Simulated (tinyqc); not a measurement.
Thermal and gravitational stress in a wafer during furnace and rapid thermal processing, and the onset of slip. From one set of inputs to another, one input at a time. Computed by tinyqc, a small Python program. Command: `OMP_NUM_THREADS=1 python tinyqc.py 3026219 3026220 out.jsonl slip ladder`. One thread of a shared host (Intel(R) Xeon(R) Processor @ 2.30GHz), about 0.01 s of CPU time with the checks.

A thin free disc in plane stress, isotropic; T(r) = T_centre + dT (r/R)^n with n = 2. Stress is positive in tension; sigma_SB = 5.670374419e-8 W/(m^2 K^4), g = 9.80665 m/s^2.

The inputs printed are set A. Inputs not listed in the table keep their values of set A, so the rows need not describe a real material.

Inputs (values chosen for the exercise, modelled on silicon):

| quantity | value | unit |
|---|---|---|
| wafer radius R | 225 | mm |
| thickness t | 925 | micrometre |
| Young's modulus E | 152 | GPa |
| Poisson ratio nu | 0.23 | - |
| expansion alpha | 4.28 | 1e-6/K |
| edge less centre temperature dT | -10 | K |
| temperature T | 1325 | K |
| prefactor A of the critical stress | 0.00042 | MPa |
| energy U of the critical stress | 1 | eV |
| density rho | 2330 | kg/m^3 |
| heat capacity c | 980 | J/(kg K) |
| conductivity k | 27.4 | W/(m K) |
| wafer spacing s | 16 | mm |
| ramp rate | 25 | K/min |
| radius of the support ring over R | 0.83 | - |

Temperature profile: parabolic.

Constants: k_B = 8.617333262e-05 eV/K.

Method:
- With x = r/R: s_rr = alpha E dT (1 - x^n)/(n + 2), s_tt = alpha E dT [1 - (n + 1) x^n]/(n + 2).
- Critical resolved stress tau_c = A exp(U/(k_B T)), a form chosen for the exercise; slip when 0.492799 |s_tt(R)| > tau_c; allowed |dT| = tau_c (n + 2)/(0.492799 n alpha E).
- In a stack heated from the rim, heat flows inward by conduction and by radiation between wafers: k_eff = k + (16/3) sigma_SB T^3 s^2/t (a diffusion estimate with the spacing as path length). A steady ramp gives the parabolic lag dT = rho c (ramp) R^2/(4 k_eff); the allowed ramp uses n = 2.
- Own weight q = rho g t on a ring of radius b R, x = r/R: moments of an edge-supported plate, M_r = q R^2 (3 + nu)(1 - x^2)/16 and M_t = q R^2 [(3 + nu) - (1 + 3 nu) x^2]/16, less the uniform moment inside the ring load, q R^2 [(1 - nu)(1 - b^2) - 2 (1 + nu) ln b]/8; stress at the lower face = 6 M/t^2.

Each row keeps all changes above it:

| input moved | from | to | resolved over critical stress | allowed ramp rate (K/min) | stress at the centre (MPa) |
|---|---|---|---|---|---|
| set A | - | - | 0.59989 | 7.69 | 0.8601 |
| conductivity k (W/(m K)) | 27.4 | 23.4 | 0.59989 | 7.55 | 0.8601 |
| heat capacity c (J/(kg K)) | 980 | 945 | 0.59989 | 7.83 | 0.8601 |
| thickness t (micrometre) | 925 | 675 | 0.59989 | 10.42 | 1.1787 |
| energy U of the critical stress (eV) | 1 | 1.02 | 0.50350 | 12.41 | 1.1787 |
| expansion alpha (1e-6/K) | 4.28 | 4.34 | 0.51056 | 12.24 | 1.1787 |
| wafer radius R (mm) | 225 | 75 | 0.51056 | 110.14 | 0.1310 |
| Young's modulus E (GPa) | 152 | 151 | 0.50720 | 110.87 | 0.1310 |

Which inputs carry the difference?

Resolved over critical stress goes from 0.600 to 0.507, a factor 0.845 in all. The largest single move comes from energy U of the critical stress (a factor 0.839). Allowed ramp rate goes from 7.69 to 111, a factor 14.4 in all. The largest single move comes from wafer radius R (a factor 9.00). Stress at the centre goes from 0.860 to 0.131, a factor 0.152 in all. The largest single move comes from wafer radius R (a factor 0.111), and thickness t works against it (a factor 1.37). The single moves hold for this order of the switches; the total does not depend on the order.

Extremes, crossings and ranges named in words are read from the listed rows.
